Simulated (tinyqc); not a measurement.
Biaxially strained (001) channel, valley splitting in an inversion layer: one step of the calculation.

A thin layer grown on a relaxed buffer is stretched in the plane. The two valleys with their long axis along the growth direction (D2) sink against the four in-plane ones (D4); confinement in a triangular well splits them too. Only the lowest subband of each set is kept; one relaxation time, so the weakening of intervalley scattering is left out.

Problem. Fermi level by Newton steps. f = N2 ln(1 + exp((EF - E2)/Vt)) + N4 ln(1 + exp((EF - E4)/Vt)) - Ns, f' = [N2/(1 + exp((E2 - EF)/Vt)) + N4/(1 + exp((E4 - EF)/Vt))]/Vt, EF(new) = EF - f/f'.

Parameters, values chosen for the exercise:
- T = 300 K (temperature)
- Ns = 5.2e11 cm^-2 (inversion density)

Constants: q = 1.602176634e-19 C, kB = 1.380649e-23 J/K, Vt = kB T/q. Results are converted to the units shown.

EF at the start = 0.171 eV
E2 = 0.17120561 eV
E4 = 0.39048557 eV
N2 = 4.0604969e12 cm^-2
N4 = 1.8081656e13 cm^-2

Give: f; f'; EF after iteration 1.

Solution.

f = 2.2821e12 cm^-2
f' = 7.8365e13 cm^-2/eV
EF after iteration 1 = 0.14188 eV

Program tinyqc, `OMP_NUM_THREADS=1 python tinyqc.py 2530152 2530153 out.jsonl`; Intel Xeon 2.30GHz, shared host, one thread, about 0.01 s.
